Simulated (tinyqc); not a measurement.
What each parameter does: finite square well with mass mismatch (envelope functions).

A square well of width L and depth V0, mass mw inside and mb outside, energies from the bottom of the well, c = hbar^2/2m0. k = sqrt(mw E/c), kappa = sqrt(mb (V0 - E)/c). psi and psi'/m are continuous at the walls (BenDaniel-Duke), so level n solves k L + 2 atan[(k/mw)/(kappa/mb)] = n pi.

Constants: hbar^2/2m0 = 3.80998211 eV angstrom^2.

Parameters, chosen for this exercise (near those of an InGaAs well in InP; the results hold for these values, not for the real material):

| symbol | value | unit | meaning |
|---|---|---|---|
| L | 67 | angstrom | well width |
| V0 | 0.249 | eV | barrier height |
| mw | 0.0404 | m0 | mass in the well |
| mb | 0.0808 | m0 | mass in the barrier |

Parabolic bands. Pb is the probability of level 1 in the barriers, (A^2/kappa)/(A^2/kappa + L/2 + sin(kL)/(2k)) with A = cos(kL/2).

Results for these values:

| case | E1 (eV) | bound levels | Pb | V0 - E1 (eV) |
|---|---|---|---|---|
| base | 0.0644 | 2 | 0.1114 | 0.1846 |

What happens to each result for V0 = 0.212 eV, all else kept?

Answer: E1 falls from 0.0644 to 0.0600; bound levels does not change at the printed digits; Pb rises from 0.1114 to 0.1274; V0 - E1 falls from 0.1846 to 0.1520.

The same for each parameter in turn:

| case | E1 (eV) | bound levels | Pb | V0 - E1 (eV) |
|---|---|---|---|---|
| base | 0.0644 | 2 | 0.1114 | 0.1846 |
| L = 74 angstrom | 0.0573 | 2 | 0.0940 | 0.1917 |
| V0 = 0.212 eV | 0.0600 | 2 | 0.1274 | 0.1520 |
| mw = 0.0364 m0 | 0.0660 | 2 | 0.1181 | 0.1830 |
| mb = 0.101 m0 | 0.0598 | 2 | 0.1049 | 0.1892 |

(tinyqc, `OMP_NUM_THREADS=1 python tinyqc.py 1281565 1281566 out.jsonl`, Intel(R) Xeon(R) Processor @ 2.30GHz, 1 thread, shared host, about 0.01 s.)
